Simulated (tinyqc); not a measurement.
# Capacitances against the distance to each plane

Endless row of lines of width wl, height tl and space sl between grounded planes at distance hd; e2 fills the gaps beside the lines, e1 the rest. Laplace's equation is solved on meshes of 3, 6 and 12 steps per unit u and extrapolated (Aitken), which is good to about 0.2 %. C_even (all lines at 1 V) is the capacitance Cg to the planes; C_odd (neighbours in antiphase) = Cg + 4 Cc if only nearest neighbours couple, which defines Cc; total with quiet neighbours Cg + 2 Cc. Plate values 2 eps0 e1 wl/hd and eps0 e2 tl/sl.

Values chosen for this exercise: relative permittivity above and below the lines e1 = 3; relative permittivity between the lines e2 = 2.7; line width, in units u wl = 4 u; line height tl = 8 u; space between lines sl = 6 u.

Constants: eps0 = 8.8541878128e-12 F/m. Results are converted to the units shown.

The same in every row: plate Cc (aF/um) = 31.9.

Result of one run:
columns A: hd (u); B: Cg (aF/um); C: Cc (aF/um); D: Cg + 2 Cc (aF/um); E: C_odd (aF/um); F: plate Cg (aF/um); G: share of coupling, 2 Cc/(Cg + 2 Cc) (%)
```
A    B     C    D    E     F     G
3  145  28.0  201  257  70.8  27.8
```

What becomes of these results when the distance to each plane hd is changed from 3 to 6 u, all else the same?

Result of the changed run:
columns A: hd (u); B: Cg (aF/um); C: Cc (aF/um); D: Cg + 2 Cc (aF/um); E: C_odd (aF/um); F: plate Cg (aF/um); G: share of coupling, 2 Cc/(Cg + 2 Cc) (%)
```
A     B     C    D    E     F     G
6  79.7  37.4  154  229  35.4  48.4
```

The whole series:
columns A: hd (u); B: Cg (aF/um); C: Cc (aF/um); D: Cg + 2 Cc (aF/um); E: C_odd (aF/um); F: plate Cg (aF/um); G: share of coupling, 2 Cc/(Cg + 2 Cc) (%)
```
A      B     C    D    E     F     G
2    202  23.4  249  296   106  18.8
3    145  28.0  201  257  70.8  27.8
4    114  31.7  177  241  53.1  35.8
5   93.8  34.8  163  233  42.5  42.6
6   79.7  37.4  154  229  35.4  48.4
8   61.3  41.2  144  226  26.6  57.3
10  49.8  43.8  137  225  21.3  63.8
```

As hd goes from 2 to 10, Cg falls from 202 to 49.8 aF/um, Cc rises from 23.4 to 43.8 aF/um and the share of coupling rises from 18.8 to 63.8 %. Cg is 1.90 times its plate value in the first row and 2.34 times in the last; for Cc the ratios are 0.733 and 1.38. Neighbours in antiphase raise the load by a factor of 1.19 and 1.64 over quiet ones. For hd = 10 the planes are farther than 0.8 of the pitch, so second neighbours couple too and Cg + 2 Cc understates the quiet load by a per cent or more.

Program tinyqc, `OMP_NUM_THREADS=1 python tinyqc.py 2790179 2790180 out.jsonl`; Intel Xeon 2.30GHz, shared host, one thread, about 0.9 s.
